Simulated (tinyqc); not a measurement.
Band edges of strained Si(1-x)Ge(x) on relaxed Si(1-y)Ge(y): sweeps and comparisons. A value that a table varies takes the place of the one given here.

Values are linear in the Ge fraction but for ED(x) = linear - CD x (1 - x) and a(x) = linear - Ca x (1 - x). Energies are on the common scale of Ev.

Coherent growth on a (001) face: e_par = (a(y) - a(x))/a(x), e_perp = -2 (C12/C11) e_par; exx = eyy = e_par, ezz = e_perp, no shear.

A valley with unit axis u lies at Ev + gap + (av + a_valley) tr(e) + Xu (u.e.u - tr(e)/3); the Delta axes are x, y, z and the L axes [111], [1-1-1], [-11-1], [-1-11]. The second-order shift of the Delta valleys under shear is left out; it lowers the pair normal to the sheared plane by tens of meV at a shear of 1 %.

Valence edges: Ev plus the levels of the 6 x 6 matrix of X, Y, Z times spin with -Dso/3 + l exx + m (eyy + ezz) on the diagonal (cyclic), n exy off it, l = av + 2 b, m = av - b, n = sqrt(3) d. Spin-orbit term (Dso/3) L.sigma on X, Y, Z with (L_k)_ij = -i epsilon_kij: <X+|H|Y+> = -i Dso/3, <X+|H|Z-> = Dso/3, <Y+|H|Z-> = -i Dso/3, <Z+|H|X-> = -Dso/3, <Z+|H|Y-> = i Dso/3, <X-|H|Y-> = i Dso/3, and their conjugates; + and - are the spin along z.

Coherent growth: e_par = (a(y) - a(x))/a(x). (001): e_perp = -2 (C12/C11) e_par; exx = eyy = e_par, ezz = e_perp, no shear. (111): e_perp = -(2 C11 + 4 C12 - 4 C44)/(C11 + 2 C12 + 4 C44) e_par; exx = eyy = ezz = (2 e_par + e_perp)/3 and exy = eyz = ezx = (e_perp - e_par)/3. (110): e_perp = -(C11 + 3 C12 - 2 C44)/(C11 + C12 + 2 C44) e_par; exx = eyy = (e_par + e_perp)/2, ezz = e_par, exy = (e_perp - e_par)/2, eyz = ezx = 0.

Inputs chosen for the exercise (end members near Si and Ge, in this order; shifted at random, so the results belong to these values and not to a real crystal): a = (5.434, 5.658) angstrom (lattice constant); Dso = (0.044, 0.291) eV (spin-orbit splitting); av = (2.44, 1.23) eV (valence hydrostatic potential); b = (-2.08, -2.55) eV (tetragonal shear potential); d = (-4.79, -5.33) eV (trigonal shear potential); C11 = (165.7, 126.7) GPa; C12 = (64, 48.3) GPa; C44 = (80.5, 66.7) GPa; Ev = (0, 0.68) eV (top of the unstrained valence band); ED = (1.15, 0.948) eV (gap to the Delta valleys); EL = (2.034, 0.742) eV (gap to the L valleys); aD = (1.78, 1.36) eV (hydrostatic potential of the Delta gap); aL = (-3.4, -2.65) eV (hydrostatic potential of the L gap); XuD = (9.02, 9.11) eV (uniaxial potential, Delta); XuL = (16.7, 14.54) eV (uniaxial potential, L); CD = 0.186 eV (bowing of the Delta gap); Ca = 0 angstrom (bowing of the lattice constant); face = 001 (growth face); y = 0 (Ge fraction of the relaxed buffer); x = 0.25 (Ge fraction of the layer).

## Composition of the layer

The buffer is kept. dEc = Ec(buffer) - Ec(layer), dEv = Ev(layer) - Ev(buffer); buffer edges Ev(y) and Ev(y) + min(ED, EL). The digit behind Delta or L counts whole valleys.

Results:
```
x,e_par (%),lowest valleys,gap (eV),next valleys above (meV),valence splitting (meV),dEc (eV),dEv (eV)
0.08,-0.33,Delta4,1.083,53,19,0.009,0.057
0.16,-0.66,Delta4,1.019,105,33,0.015,0.116
0.24,-0.98,Delta4,0.957,157,46,0.018,0.175
0.31,-1.26,Delta4,0.905,202,56,0.017,0.228
0.39,-1.58,Delta4,0.848,253,68,0.012,0.290
0.47,-1.90,Delta4,0.793,305,79,0.004,0.353
0.55,-2.22,Delta4,0.740,355,90,-0.008,0.417
```

What does this show, and why?

The gap is 1.083 eV in the first row and 0.740 eV in the last. The lowest valleys are Delta4 throughout. Per 0.1 of x the valence offset moves by +77 meV on average; the conduction offset lies between -8 and +18 meV, not monotonically. Both carriers sit on one side for x = 0.08, 0.16, 0.24, 0.31, 0.39 and 0.47, and on opposite sides elsewhere. Offsets below about 30 meV are within the spread of parameter sets, so those rows do not settle the type. Strains above 2 % can be kept only in layers of a few nanometres.

## Composition of the buffer

The layer is kept. dEc = Ec(buffer) - Ec(layer), dEv = Ev(layer) - Ev(buffer); buffer edges Ev(y) and Ev(y) + min(ED, EL). The digit behind Delta or L counts whole valleys.

Results:
```
y,e_par (%),lowest valleys,gap (eV),next valleys above (meV),valence splitting (meV),dEc (eV),dEv (eV)
0.00,-1.02,Delta4,0.949,163,47,0.018,0.183
0.11,-0.57,Delta4,1.000,91,34,0.007,0.102
0.23,-0.08,Delta4,1.055,13,6,0.001,0.015
0.34,0.37,Delta2,1.015,59,32,0.058,-0.034
0.46,0.86,Delta2,0.943,137,81,0.140,-0.072
0.57,1.31,Delta2,0.873,209,130,0.220,-0.105
0.69,1.80,Delta2,0.796,287,184,0.313,-0.138
0.80,2.24,Delta2,0.724,359,235,0.402,-0.168
```

How do the results move?

The gap is 0.949 eV in the first row and 0.724 eV in the last, with its largest listed value, 1.055 eV, at y = 0.23: it peaks near the match y = x, since strain of either sign narrows it. The lowest valleys change: Delta4 to Delta2 between y = 0.23 and 0.34. Per 0.1 of y the valence offset moves by -44 meV on average; the conduction offset lies between +1 and +402 meV, not monotonically. Both carriers sit on one side for y = 0.00, 0.11 and 0.23, and on opposite sides elsewhere. Offsets below about 30 meV are within the spread of parameter sets, so those rows do not settle the type. Strains above 2 % can be kept only in layers of a few nanometres.

## The same layer on three faces

dEc = Ec(buffer) - Ec(layer), dEv = Ev(layer) - Ev(buffer); buffer edges Ev(y) and Ev(y) + min(ED, EL). The digit behind Delta or L counts whole valleys.

Results:
```
face,e_par (%),lowest valleys,gap (eV),next valleys above (meV),valence splitting (meV),dEc (eV),dEv (eV),Delta spread (meV),L spread (meV)
(001),-1.02,Delta4,0.949,163,47,0.018,0.183,163,0
(111),-1.02,Delta6,0.996,673,48,-0.023,0.177,0,208
(110),-1.02,Delta2,0.951,69,50,0.020,0.179,69,164
```

What can be read from the table?

On (001) only the Delta valleys split (163 meV), on (111) only the L valleys (208 meV), on (110) both (69 and 164 meV). The lowest valleys are Delta4 on (001), Delta6 on (111) and Delta2 on (110); the smallest gap is 0.949 eV on (001) and the largest 0.996 eV on (111).

## What each parameter does

dEc = Ec(buffer) - Ec(layer), dEv = Ev(layer) - Ev(buffer); buffer edges Ev(y) and Ev(y) + min(ED, EL). Each row changes one parameter from the base and keeps the others.

Results:
```
case,gap (eV),valence splitting (meV),dEc (eV),dEv (eV)
base,0.9495,47.3,0.0176,0.1829
x = 0.28,0.9270,51.7,0.0174,0.2056
y = 0.03,0.9633,44.5,0.0143,0.1609
CD = 0.236 eV,0.9401,47.3,0.0270,0.1829
"Ev = (0, 0.782) eV",0.9495,47.3,-0.0079,0.2084
"Dso = (0.051, 0.335) eV",0.9495,50.9,0.0176,0.1829
"av = (2.806, 1.414) eV",0.9495,47.3,0.0216,0.1789
"XuL = (19.205, 16.721) eV",0.9495,47.3,0.0176,0.1829
"aD = (2.047, 1.564) eV",0.9463,47.3,0.0208,0.1829
```

How do the results move?

The largest shifts from the base row, up to three for each result and ties (the steps differ in size, so this ranks the rows, not the parameters). gap (eV): x -0.0225, y +0.0138, CD -0.0094; unchanged at the printed digits by Ev, Dso, av and XuL. valence splitting (meV): x +4.4, Dso +3.7, y -2.8; unchanged at the printed digits by CD, Ev, av, XuL and aD. dEc (eV): Ev -0.0255, CD +0.0094, av +0.0040; unchanged at the printed digits by Dso and XuL. dEv (eV): Ev +0.0255, x +0.0227, y -0.0219; unchanged at the printed digits by CD, Dso, XuL and aD. The lowest valleys of the layer are Delta4, so among the conduction-band potentials only those of that family reach the gap and dEc; the buffer is unstrained. A shift large enough to swap the lowest family would change that.

(tinyqc, `OMP_NUM_THREADS=1 python tinyqc.py 1080632 1080633 out.jsonl`, Intel(R) Xeon(R) Processor @ 2.30GHz, 1 thread, shared host, about 0.02 s.)
